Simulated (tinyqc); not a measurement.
# Undoped gate-all-around wire MOSFET, analytic charge model: effect of the temperature

An undoped round wire of radius R under an insulator shell and a surrounding gate; long channel, electrons only, n = ni exp((psi - V)/Vt) with V the quasi-Fermi potential (0 at the source, Vd at the drain), constant mobility, no quantisation. The radial Poisson equation gives n(r) = n(0)/(1 - (1 - b) r^2/R^2)^2 with b = Q0/(Q + Q0). Q is the electron charge per area of the wire surface.

Nc and Nv are given at 300 K and scale as (T/300 K)^1.5; Eg and mu are held fixed. ni = sqrt(Nc Nv) exp(-Eg/(2 Vt)), Eg in volts; Cox = eps0 eox/(R ln(1 + tox/R)); Q0 = 4 eps0 eps_r Vt/R; V0 = dphi + Vt ln[8 eps0 eps_r Vt/(q ni R^2)]. Q solves Vg - V0 - V = Q/Cox + Vt ln(Q/Q0) + Vt ln(1 + Q/Q0). I = mu (2 pi R/L)[2 Vt (Qs - Qd) + (Qs^2 - Qd^2)/(2 Cox) + Vt Q0 ln((Qd + Q0)/(Qs + Q0))], with Qs at V = 0 and Qd at V = Vd.  I(low) is taken at Vg = 0.46 V, Qs and I(high) at Vg = 1.21 V.

Values chosen for this exercise; material values close to those of silicon:
- Eg = 1.1 eV (band gap)
- eps_r = 11.8 (relative permittivity of the semiconductor)
- Nc = 2.82e19 cm^-3 (conduction-band density of states at the reference temperature)
- Nv = 2.66e19 cm^-3 (valence-band density of states at the reference temperature)
- eox = 3.8 (relative permittivity of the gate insulator)
- tox = 3.2 nm (insulator thickness)
- R = 10 nm (wire radius)
- dphi = 0.24 V (gate work function less that of the intrinsic body)
- mu = 240 cm^2/(V s) (channel mobility)
- L = 1 um (gate length)
- Vd = 0.1 V (drain voltage)

Constants: q = 1.602176634e-19 C, kB = 1.380649e-23 J/K, Vt = kB T/q, eps0 = 8.8541878128e-14 F/cm where lengths are in cm. Results are converted to the units shown.

Result of one run:
```
V0 (V)  I(low) (nA)  Qs(high) (nC/cm^2)  I(high) (uA)
0.6999      0.01451               509.3        0.6874
```

Which temperature T gave this result: 220, 310, 340 or 400 K?

T = 340 K.

The whole series:
```
T (K)  V0 (V)  I(low) (nA)  Qs(high) (nC/cm^2)  I(high) (uA)
220    0.7359     1.080e-5               487.6        0.6519
250    0.7271     1.195e-4               492.1        0.6595
280    0.7182     8.138e-4               497.3        0.6680
310    0.7091     0.003911               503.0        0.6774
340    0.6999      0.01451               509.3        0.6874
370    0.6907      0.04414               515.9        0.6981
400    0.6813       0.1149               522.9        0.7092
430    0.6718       0.2640               530.2        0.7208
```

As T goes from 220 to 430 K, I(low) rises from 1.08e-5 to 0.264 nA and I(high) rises from 0.652 to 0.721 uA. V0 falls from 0.736 to 0.672 V. In every row the surface density at the source at the higher gate voltage passes 0.3 Nc, where Boltzmann statistics fail. In every row the mobility is held fixed, though a real one changes with T.

tinyqc, about 0.02 s, one thread, Intel Xeon 2.30GHz (shared host): `OMP_NUM_THREADS=1 python tinyqc.py 2460041 2460042 out.jsonl`
